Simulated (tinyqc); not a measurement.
Input admittance of a MOSFET at zero drain bias: distributed channel and distributed gate: two steps of the calculation.

Source and drain grounded, strong inversion, w = 2 pi f, Cox = eps0 eox/tox. The channel is an RC line of resistance 1/(mu Cox Vo) per square fed from both ends, so one finger has the intrinsic admittance y = i w Cox L tanh(g)/g per width, g = (1/2) sqrt(i w tau), tau = L^2/(mu Vo). The vertical resistance rv/L is in series with y, the overlaps 2 i w Cov in parallel: y_t = 1/(1/y + rv/L) + 2 i w Cov. The gate strip is a line of Rsh/L per length loaded by y_t, so a finger has Y = y_t Wf tanh(k)/k, k = (Wf/sd) sqrt(y_t Rsh/L); the device has Nf Y.

Values chosen for this exercise; values of the order met in silicon radio-frequency transistors: relative permittivity of the gate insulator (close to silicon dioxide) eox = 3.9; insulator thickness tox = 4.6 nm; channel length L = 0.16 um; finger width Wf = 2 um; number of fingers Nf = 8; channel mobility mu = 380 cm^2/(V s); gate overdrive Vo = 0.49 V; sheet resistance of the gate Rsh = 12 ohm/square; vertical resistivity of the gate stack rv = 0 ohm um^2; number of ends at which a finger is contacted sd = 1; overlap and fringe capacitance on each side Cov = 0.32 fF/um; frequency f = 72 GHz.

Constants: eps0 = 8.8541878128e-14 F/cm where lengths are in cm. Results are converted to the units shown.

Problem 1. Admittance of the channel and stack per width. tau, g, c = Cox L, y and y_t as defined.

Find: tau; g; c; y; y_t.

Solution 1.

tau = 1.3749 ps
g = 0.27883+0.27883i
c = 1.2011 fF/um
y = 28.05+541.62i uS/um
y_t = 28.05+831.14i uS/um

w tau = 0.622, and Im y is 0.997 of w c.

Problem 2. Input impedance of the device. k and Y as defined; Z = 1/(Nf Y) = R + 1/(i w C); Q = |Im Z|/R; signal at the point farthest from a contact |1/cosh k|.

y_t = 28.05321+831.14467i uS/um

Wanted: k; Nf Y; R; C; Q; signal at the far point.

Solution 2.

k = 0.3591+0.3472i
Nf Y = 1.53+13.12i mS
R = 8.779 ohm
C = 29.39 fF
Q = 8.567
signal at the far point = 0.9907

tinyqc, about 0.01 s, one thread, Intel Xeon 2.30GHz (shared host): `OMP_NUM_THREADS=1 python tinyqc.py 2262170 2262171 out.jsonl`
